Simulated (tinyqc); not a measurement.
Poole-Frenkel parameters from three currents.

Problem. Poole-Frenkel conduction in an insulator follows J = s0 F exp[-(pt - sqrt(q F/(pi eps0 ei)))/Vt], Vt = kB T/q, F in V/cm. Find ei, pt and s0.

Constants: q = 1.602176634e-19 C, kB = 1.380649e-23 J/K, eps0 = 8.8541878128e-14 F/cm where lengths are in cm. Results are converted to the units shown.

J at (0.94 MV/cm, 350 K), (3.76 MV/cm, 350 K) and (3.76 MV/cm, 400 K) (A/cm^2): [5.6906287e-5, 175.18513, 541.80329]

Solution. The two fields give the lowering coefficient and so ei; the two temperatures give the lowered barrier, to which the lowering is added back.

ei = 3.24
pt = 1.09 eV
s0 = 0.390 S/cm

tinyqc, about 0.01 s, one thread, Intel Xeon 2.30GHz (shared host): `OMP_NUM_THREADS=1 python tinyqc.py 2370161 2370162 out.jsonl`
